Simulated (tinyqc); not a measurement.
Mobility and doping from two currents.

Problem. A trap-free film with injecting contacts is fitted, with diffusion neglected, by J = q mu N V/Lf + (9/8) eps0 eps_r mu V^2/Lf^3. Find mu, N and the voltage at which both terms are equal.

Values chosen for this exercise: relative permittivity eps_r = 13.7; film thickness Lf = 470 nm.

Constants: q = 1.602176634e-19 C, eps0 = 8.8541878128e-14 F/cm where lengths are in cm. Results are converted to the units shown.

J at 2.1 and 17 V (A/cm^2): [1.4163902, 27.114105]

Answer. J/V is a straight line in V: the slope gives mu and the intercept mu N.

mu = 0.00470 cm^2/(V s)
N = 3.40e16 cm^-3
crossover voltage = 8.82 V

Numbers from tinyqc (`OMP_NUM_THREADS=1 python tinyqc.py 2730108 2730109 out.jsonl`; about 0.2 s on one thread of a shared Intel Xeon 2.30GHz).
